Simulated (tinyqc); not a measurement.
Worked calculation: empirical pseudopotential in a few plane waves. One step of it, computed by the program tinyqc.

Problem. Levels at G. Diagonalise the Hermitian matrix.

H(k) at G (eV):
```
           +0+0+0     -1-1-1     -1-1+1     -1+1-1     -1+1+1     +1-1-1     +1-1+1     +1+1-1
+0+0+0   0.000000   2.029963  -2.029963  -2.029963  -2.029963  -2.029963  -2.029963  -2.029963
-1-1-1   2.029963  13.695571   0.000000   0.000000  -0.448988   0.000000  -0.448988  -0.448988
-1-1+1  -2.029963   0.000000  13.695571   0.448988   0.000000   0.448988   0.000000   0.000000
-1+1-1  -2.029963   0.000000   0.448988  13.695571   0.000000   0.448988   0.000000   0.000000
-1+1+1  -2.029963  -0.448988   0.000000   0.000000  13.695571   0.000000   0.448988   0.448988
+1-1-1  -2.029963   0.000000   0.448988   0.448988   0.000000  13.695571   0.000000   0.000000
+1-1+1  -2.029963  -0.448988   0.000000   0.000000   0.448988   0.000000  13.695571   0.448988
+1+1-1  -2.029963  -0.448988   0.000000   0.000000   0.448988   0.000000   0.448988  13.695571
+1+1+1   2.029963   0.000000  -0.448988  -0.448988   0.000000  -0.448988   0.000000   0.000000
-2+0+0   0.000000  -2.029963  -2.029963  -2.029963   2.029963   0.673447  -0.673447  -0.673447
+0-2+0   0.000000  -2.029963  -2.029963   0.673447  -0.673447  -2.029963   2.029963  -0.673447
+0+0-2   0.000000  -2.029963   0.673447  -2.029963  -0.673447  -2.029963  -0.673447   2.029963
+0+0+2   0.000000  -0.673447   2.029963  -0.673447  -2.029963  -0.673447  -2.029963   0.673447
+0+2+0   0.000000  -0.673447  -0.673447   2.029963  -2.029963  -0.673447   0.673447  -2.029963
+2+0+0   0.000000  -0.673447  -0.673447  -0.673447   0.673447   2.029963  -2.029963  -2.029963

           +1+1+1     -2+0+0     +0-2+0     +0+0-2     +0+0+2     +0+2+0     +2+0+0
+0+0+0   2.029963   0.000000   0.000000   0.000000   0.000000   0.000000   0.000000
-1-1-1   0.000000  -2.029963  -2.029963  -2.029963  -0.673447  -0.673447  -0.673447
-1-1+1  -0.448988  -2.029963  -2.029963   0.673447   2.029963  -0.673447  -0.673447
-1+1-1  -0.448988  -2.029963   0.673447  -2.029963  -0.673447   2.029963  -0.673447
-1+1+1   0.000000   2.029963  -0.673447  -0.673447  -2.029963  -2.029963   0.673447
+1-1-1  -0.448988   0.673447  -2.029963  -2.029963  -0.673447  -0.673447   2.029963
+1-1+1   0.000000  -0.673447   2.029963  -0.673447  -2.029963   0.673447  -2.029963
+1+1-1   0.000000  -0.673447  -0.673447   2.029963   0.673447  -2.029963  -2.029963
+1+1+1  13.695571  -0.673447  -0.673447  -0.673447  -2.029963  -2.029963  -2.029963
-2+0+0  -0.673447  18.260761   0.448988   0.448988  -0.448988  -0.448988   0.000000
+0-2+0  -0.673447   0.448988  18.260761   0.448988  -0.448988   0.000000  -0.448988
+0+0-2  -0.673447   0.448988   0.448988  18.260761   0.000000  -0.448988  -0.448988
+0+0+2  -2.029963  -0.448988  -0.448988   0.000000  18.260761   0.448988   0.448988
+0+2+0  -2.029963  -0.448988   0.000000  -0.448988   0.448988  18.260761   0.448988
+2+0+0  -2.029963   0.000000  -0.448988  -0.448988   0.448988   0.448988  18.260761
```

Give: eigenvalues.

Solution.

eigenvalues (eV): [-1.941, 9.794, 9.794, 9.794, 12.224, 13.247, 13.247, 13.247, 16.984, 17.363, 17.363, 21.713, 21.713, 21.713, 22.876]
